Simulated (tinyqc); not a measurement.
Leakage through a gate insulator: direct, Fowler-Nordheim, trap-assisted and Poole-Frenkel currents: one step, computed by the program tinyqc. Command: `OMP_NUM_THREADS=1 python tinyqc.py 3030808 3030809 out.jsonl oxideleak walk`. One thread of a shared host (Intel(R) Xeon(R) Processor @ 2.30GHz), about 0.01 s of CPU time with the checks.

Electrons enter from the cathode Fermi level at x = 0; the conduction band of the insulator lies phi_b - e F x above it, F = V/t. WKB exponents use a parabolic band with mass m.

Task: One trap at several depths. For a level a distance phi(x) below the band, the WKB exponent is 2 int kappa dx with kappa = sqrt(m phi/(hbar^2/2m_0)); for a linear barrier from phi_1 down to phi_2 = max(phi_1 - e F d, 0) it is G = (4/3) sqrt(m/(hbar^2/2m_0)) (phi_1^(3/2) - phi_2^(3/2))/(e F). A trap at depth x lies phi_t below the band. Capture: tunnel at the cathode Fermi level from 0 to x (G_in from phi_1 = phi_b), rate nu_0 exp(-G_in - E_c/k_B T) with E_c = E_a + max(phi_b - phi_t - e F x, 0), the last term being the height of the trap above the cathode Fermi level. Emission: tunnel from the trap level to the anode (G_out from phi_1 = phi_t over t - x), rate nu_0 exp(-G_out - E_a/k_B T). Re-emission to the cathode follows from detailed balance, rate_back = rate_in exp(dE/k_B T) with dE = phi_b - phi_t - e F x. Each trap passes R = rate_in rate_out/(rate_in + rate_back + rate_out) electrons per second; filling from the anode is left out. Depths: t times 0.08, 0.2, 0.32, 0.44, 0.56, 0.68, 0.8 and 0.92, rounded to 0.01 nm.

Inputs (values chosen for the exercise, with an insulator like Al2O3):

| quantity | value | unit |
|---|---|---|
| thickness t | 2.3 | nm |
| barrier phi_b | 2.26 | eV |
| tunnelling mass m | 0.34 | m_0 |
| voltage across the insulator V | 1.2 | V |
| trap depth phi_t | 1.5 | eV |
| attempt rate nu_0 | 2e+13 | 1/s |
| activation of capture E_a | 0.29 | eV |
| temperature T | 250 | K |

Constants: k_B = 8.617333262e-05 eV/K; hbar^2/(2 m_0) = 3.80998212 eV angstrom^2.

Give: Rates.

Result:

Rates:

| x (nm) | G_in | G_out | E_c (eV) | rate in (1/s) | rate back (1/s) | rate out (1/s) | R (1/s) |
|---|---|---|---|---|---|---|---|
| 0.18 | 1.600 | 12.138 | 0.95609 | 2.1497e-07 | 5.7557e+06 | 1.5263e+02 | 5.7003e-12 |
| 0.46 | 4.020 | 10.996 | 0.81000 | 1.6839e-05 | 5.1176e+05 | 4.7818e+02 | 1.5720e-08 |
| 0.74 | 6.354 | 9.686 | 0.66391 | 1.4376e-03 | 4.9588e+04 | 1.7705e+03 | 4.9557e-05 |
| 1.01 | 8.520 | 8.284 | 0.52304 | 1.1394e-01 | 5.6834e+03 | 7.1983e+03 | 6.3666e-02 |
| 1.29 | 10.675 | 6.697 | 0.37696 | 1.1632e+01 | 6.5860e+02 | 3.5179e+04 | 1.1415e+01 |
| 1.56 | 12.662 | 5.050 | 0.29000 | 9.0357e+01 | 7.3981e+00 | 1.8272e+05 | 9.0308e+01 |
| 1.84 | 14.622 | 3.228 | 0.29000 | 1.2727e+01 | 1.1828e-03 | 1.1303e+06 | 1.2727e+01 |
| 2.12 | 16.475 | 1.296 | 0.29000 | 1.9957e+00 | 2.1052e-07 | 7.7968e+06 | 1.9957e+00 |

The most effective of these traps sits at 1.56 nm, 68 % of the way; where rate back exceeds rate out, re-emission drains the trap, and elsewhere the slower forward step limits R; here capture limits, and the best depth is where the trap level drops to the cathode Fermi level.
